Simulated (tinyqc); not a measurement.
Pariser-Parr-Pople SCF with singles CI, for the molecule O=C1C=CC(=O)C=C1 (SMILES; centres numbered as the heavy atoms are written), step by step. One step of it, computed by the program tinyqc.

Task: Singles CI, triplets. Over the 4 single excitations with the smallest orbital gaps: A = (e_a - e_i) delta - (ij|ab), with (pq|rs) = sum c_mp c_mq gamma_mn c_nr c_ns.

orbital energies (eV): -14.979855  -13.625493  -11.394061  -10.735968  -4.747960  -1.494810  -0.601524  1.593810

coefficients:
```
         MO1        MO2        MO3        MO4        MO5        MO6        MO7        MO8
1O  0.331485   0.519876   0.000000   0.545408   0.448817   0.000000  -0.304381  -0.168203
2C  0.421075   0.440548   0.000000   0.059369  -0.349702   0.000000   0.564952   0.428516
3C  0.326201   0.133505   0.500000  -0.315440  -0.296876   0.500000  -0.209978  -0.379527
4C  0.326201  -0.133505   0.500000  -0.315440   0.296876  -0.500000  -0.209978   0.379527
5C  0.421075  -0.440548   0.000000   0.059369   0.349702   0.000000   0.564952  -0.428516
6O  0.331485  -0.519876   0.000000   0.545408  -0.448817   0.000000  -0.304381   0.168203
7C  0.326201  -0.133505  -0.500000  -0.315440   0.296876   0.500000  -0.209978   0.379527
8C  0.326201   0.133505  -0.500000  -0.315440  -0.296876  -0.500000  -0.209978  -0.379527
```

repulsion gamma_rs (eV), lower triangle:
```
           1O         2C         3C         4C         5C         6O         7C         8C
1O  15.200000
2C   5.774219  11.130000
3C   4.092627   5.346287  11.130000
4C   3.001369   3.872515   5.345539  11.130000
5C   2.720105   3.517455   3.872515   5.346287  11.130000
6O   2.199311   2.720105   3.001369   4.092627   5.774219  15.200000
7C   3.001369   3.872515   3.518103   3.873196   5.346287   4.092627  11.130000
8C   4.092627   5.346287   3.873196   3.518103   3.872515   3.001369   5.345539  11.130000
```

Give: triplet CI matrix; triplet excitation energies.

Result:

triplet CI matrix (eV), lower triangle:
```
        4>5      3>5     2>5     4>6
4>5  0.6500
3>5  0.0000   1.9862
2>5  0.0000   0.0000  3.4231
4>6  0.0000  -0.8507  0.0000  4.7236
```

triplet excitation energies (eV): 0.6500  1.7434  3.4231  4.9664
